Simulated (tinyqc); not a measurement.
Doping: the thermoelectric optimum: Boltzmann transport in a parabolic band with a power-law relaxation time.

F_j(eta) = (1/Gamma(j + 1)) integral_0^infinity x^j dx/(1 + exp(x - eta)), which tends to exp(eta) for eta << 0.

n = N F_1/2(eta) with N = 2 (m kB T/(4 pi c))^(3/2) with c = hbar^2/2m0, in 1/angstrom^3; times 1e24 for 1/cm^3, m = md.

tau = tau0 x^r with x = E/kT. With K_j = Gamma(j + 1) F_j(eta): <tau> = tau0 (r + 3/2) K_(r+1/2)/((3/2) K_(1/2)); mu = <tau>/(mc m0/e), m0/e = 5.685630e-12 kg/C; Hall factor rH = (3/2) K_(1/2) (2r + 3/2) K_(2r+1/2)/((r + 3/2) K_(r+1/2))^2; Seebeck S = -(kB/e) [(r + 5/2) K_(r+3/2)/((r + 3/2) K_(r+1/2)) - eta]; Lorenz number L = (kB/e)^2 [(r + 7/2) K_(r+5/2)/((r + 3/2) K_(r+1/2)) - ((r + 5/2) K_(r+3/2)/((r + 3/2) K_(r+1/2)))^2]; kB/e in V/K. Valley anisotropy is left out of rH.

Constants: hbar^2/2m0 = 3.80998211 eV angstrom^2; kB = 8.617333262e-05 eV/K.

Values chosen for the exercise (masses near those of InP; tau0 is set for a mobility of the usual size at this n, kL is a free input; freeze-out and phonon drag, which matter near 77 K, are left out; not measured data): md = 0.08 m0 (density-of-states mass); mc = 0.0798 m0 (conductivity mass); tau0 = 17 fs (tau at E = kT); r = 0.5 (exponent of tau); T = 300 K; kL = 9.4 W/(m K) (lattice thermal conductivity).

tau0 is held fixed. sigma = e n mu with e = 1.602176634e-19 C; ZT = S^2 sigma T/(kL + L sigma T).

Results:
```
n (1/cm^3)    eta  mu (cm^2/(V s))  sigma (S/cm)     rH  S (microvolt/K)  L (1e-8)  S^2 sigma (mW/(m K^2))       ZT
6.0e+15     -4.55              564         0.542  1.104             -651     2.228                  0.0230  0.00073
2.0e+16     -3.33              566          1.81  1.103             -547     2.228                  0.0542   0.0017
6.0e+16     -2.21              570          5.48  1.101             -452     2.228                   0.112   0.0036
2.0e+17     -0.92              584          18.7  1.094             -349     2.228                   0.228   0.0073
3.0e+17     -0.45              593          28.5  1.089             -315     2.229                   0.282   0.0090
7.0e+17      0.64              630          70.6  1.074             -244     2.234                   0.419    0.013
3.0e+18      3.41              794           381  1.034             -133     2.282                   0.670    0.021
6.0e+18      5.67              946           909  1.019              -91     2.332                   0.750    0.022
1.0e+19      8.08         1.10e+03      1.76e+03  1.011              -67     2.371                   0.785    0.022
```

Give the missing row, n (1/cm^3) = 1.0e+18.

Computed row:
```
n (1/cm^3)   eta  mu (cm^2/(V s))  sigma (S/cm)     rH  S (microvolt/K)  L (1e-8)  S^2 sigma (mW/(m K^2))     ZT
1.0e+18     1.17              655           105  1.065             -215     2.239                   0.483  0.015
```

|S| falls by 198 microvolt/K from the first to the third row (198 a decade in the non-degenerate range; holes, which count near the intrinsic density, and non-parabolicity are left out). The power factor still rises at the last row, because tau grows with the Fermi energy for this r; ZT is largest at 6e+18 1/cm^3 (eta = 5.67). mu changes by a factor 1.95 over the table and rH goes from 1.104 to 1.011. A real tau0 would fall with doping.

Run: tinyqc, `OMP_NUM_THREADS=1 python tinyqc.py 1651989 1651990 out.jsonl`; Intel(R) Xeon(R) Processor @ 2.30GHz, one thread, shared host; about 0.01 s of CPU time with all checks.
